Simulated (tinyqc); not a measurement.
Dopant redistribution at a moving silicon-oxide interface during parabolic oxidation: one step, computed by the program tinyqc.

Uniformly doped silicon is oxidised with x_ox = sqrt(B t); the interface advances into the silicon by alpha x_ox, alpha = 0.44. The dopant does not move in the oxide, and at the interface C(silicon) = m C(oxide).

Question. Interface concentration. With the dopant diffusivity D and s = alpha x_ox/(2 sqrt(D t)), in the silicon C = C_B + (C_s - C_B) erfc(y/(2 sqrt(D t)))/erfc(s), y from the original surface. Dopant balance at the interface gives C_s/C_B = 1/[1 + (1/(m alpha) - 1) g], g = sqrt(pi) s exp(s^2) erfc(s).

Inputs (values chosen for the exercise, modelled on antimony in silicon under steam): segregation coefficient m = C(silicon)/C(oxide) = 11; bulk doping C_B = 2.5e+16 1/cm^3; temperature T = 1100 C.

s = 1.771910

Give: g; ratio C_s/C_B; C_s in the silicon; concentration in the oxide.

Answer.

g = 0.8861

ratio C_s/C_B = 3.367

C_s in the silicon = 8.417e+16 1/cm^3

concentration in the oxide = 7.652e+15 1/cm^3

m alpha = 4.840: the oxide rejects dopant, which piles up in the silicon. For a very fast interface the ratio would tend to m alpha. Caution: parabolic growth needs an oxide much thicker than the Deal-Grove length A, which fails for thin films and low temperatures; oxidation-enhanced or retarded diffusion is ignored.
